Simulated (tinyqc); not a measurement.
Inside a calculation: heavy doping: gap narrowing, degeneracy and the minority density. Values are carried at full precision from step to step, so a last printed digit may differ when a step is redone from the rounded ones.

Empirical narrowing (Slotboom form, constants chosen for the exercise; published fits of this form give the apparent narrowing, here it is taken as the true one): dEg = E0 [ln(N/N0) + sqrt(ln(N/N0)^2 + C)].

Constants: kB = 8.617333262e-05 eV/K; e^2/(4 pi eps0) = 14.39964547 eV angstrom.

Values chosen for the exercise (gap and densities of states near those of Si at this temperature; narrowing constants near the fits for Si; shifted at random, so the results belong to these values and not to a real crystal): N = 9.1e+17 1/cm^3 (ionised acceptors, equal to the majority density); E0 = 6.32 meV (narrowing scale); N0 = 1.5e+17 1/cm^3 (onset density); C = 0.5 (smoothing constant); Nv = 1.45e+19 1/cm^3 (valence-band density of states); Eg = 1.1 eV (gap); Nc = 3.44e+19 1/cm^3 (conduction-band density of states); T = 350 K; eps = 11.5 (dielectric constant); Mv = 1 (majority valleys).

## Gap narrowing

Evaluate at N.

ln(N/N0) = 1.8028
dEg (empirical fit) = 23.63 meV

Well above N0 each decade of doping adds 2 E0 ln 10 = 29.1 meV.

## Degeneracy of the majority band

F_j(eta) = (1/Gamma(j + 1)) integral_0^infinity x^j dx/(1 + exp(x - eta)), which tends to exp(eta) for eta << 0.

Majority: N = Nv F_1/2(eta), eta the distance of EF beyond the majority band edge in kT. Degeneracy factor gam = F_1/2(eta)/exp(eta). ni0^2 = Nc Nv exp(-Eg/kT); product n p = ni0^2 gam exp(dEg/kT), dEg the true narrowing; apparent narrowing dEa = dEg + kT ln gam; minority density = n p/N.

Solve for eta and form gam.

N/Nv = 0.06276
eta = -2.7463
gam = 0.9781

## Product and minority density

Combine both effects.

ni0 = 2.69e+11 1/cm^3
exp(dEg/kT) = 2.19
dEa = 23.0 meV
sqrt(n p) = 3.93e+11 1/cm^3
minority density = 1.70e+05 1/cm^3

Narrowing multiplies the product by 2.19 and degeneracy by 0.978; together they change the minority density by a factor 2.14 against ni0^2/N.

## Two estimates of the size

Two physical estimates, e2 = e^2/(4 pi eps0), N in 1/angstrom^3: exchange shift at the Fermi level, Ex = (e2/eps) kF/pi with kF = (3 pi^2 N/Mv)^(1/3); screened-pair energy (Lanyon-Tuft), Es = (3/4)(e2/eps) qs with qs^2 = (4 pi e2 N/(eps kT)) F_-1/2(eta)/F_1/2(eta).

Evaluate both at N.

kF = 0.02998 1/angstrom
Ex = 11.95 meV
Es = 20.24 meV

Against the fitted dEg = 23.6 meV, Ex is 0.51 and Es 0.86 times as large; each keeps one mechanism only, and Ex assumes a strongly degenerate gas, while here eta is only -2.75.

## Checks

- Minority density against the Boltzmann occupation of the other band at the narrowed gap (1/cm^3): both 1.699e+05.

Computed by tinyqc, a small Python program: `OMP_NUM_THREADS=1 python tinyqc.py 1680085 1680086 out.jsonl` (the numbers bound the seed that draws the inputs); one thread of a shared host (Intel(R) Xeon(R) Processor @ 2.30GHz), about 0.01 s for the whole set of steps.
